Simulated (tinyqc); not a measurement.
Undoped symmetric double-gate MOSFET, analytic potential model: two steps of the calculation.

An undoped body of thickness ts between two equal insulators and tied gates; long channel, electrons only, n = ni exp((psi - V)/Vt) with V the quasi-Fermi potential (0 at the source, Vd at the drain), constant mobility, no quantisation. Across the body psi(x) = V - 2 Vt ln[(ts/(2 beta)) sqrt(q ni/(2 eps0 eps_r Vt)) cos(2 beta x/ts)], x from the centre. Q is the electron charge per area of the whole body.

Values chosen for this exercise; material values close to those of silicon:
```
symbol,value,unit,meaning
T,273,K,temperature
eps_r,11.9,,relative permittivity of the semiconductor
ts,5,nm,body thickness
mu,590,cm^2/(V s),channel mobility
L,0.2,um,gate length
Vg,0.67,V,gate voltage
Vd,0.1,V,drain voltage
```

Constants: q = 1.602176634e-19 C, kB = 1.380649e-23 J/K, Vt = kB T/q, eps0 = 8.8541878128e-14 F/cm where lengths are in cm. Results are converted to the units shown.

Question 1. beta at the source by Newton steps. With V = 0: f = ln(beta) - ln(cos beta) + 2 r beta tan(beta) - (Vg - V0)/(2 Vt); f' = 1/beta + tan(beta) + 2 r [tan(beta) + beta/cos^2(beta)]; beta(new) = beta - f/f'.

beta at the start = 1.2
r = 1.2625995
V0 = 0.58807509 V

Find: f; f'; beta after iteration 1.

Answer 1.

f = 7.2505
f' = 32.979
beta after iteration 1 = 0.98015

Question 2. Charges and drain current. beta (between 0 and pi/2) solves (Vg - V0 - V)/(2 Vt) = ln(beta) - ln(cos beta) + 2 r beta tan(beta). Q = 8 eps0 eps_r Vt beta tan(beta)/ts; I = mu (1/L)(4 eps0 eps_r/ts)(2 Vt)^2 [g(beta_s) - g(beta_d)] per width, g = beta tan(beta) - beta^2/2 + r beta^2 tan^2(beta), with beta_s at V = 0 and beta_d at V = Vd.

beta_s = 0.74409694
beta_d = 0.40440556
r = 1.2625995

Give: Qs; Qd; g(beta_s); g(beta_d); I.

Answer 2.

Qs = 271.69 nC/cm^2
Qd = 68.645 nC/cm^2
g(beta_s) = 1.0007
g(beta_d) = 0.12914
I = 47.978 uA/um

The term r beta^2 tan^2(beta), which gives the square law, makes up 59.2 % of g at the source.

Computed by the program tinyqc: `OMP_NUM_THREADS=1 python tinyqc.py 2440055 2440056 out.jsonl`, one thread of a shared Intel Xeon 2.30GHz, about 0.02 s for the whole run.
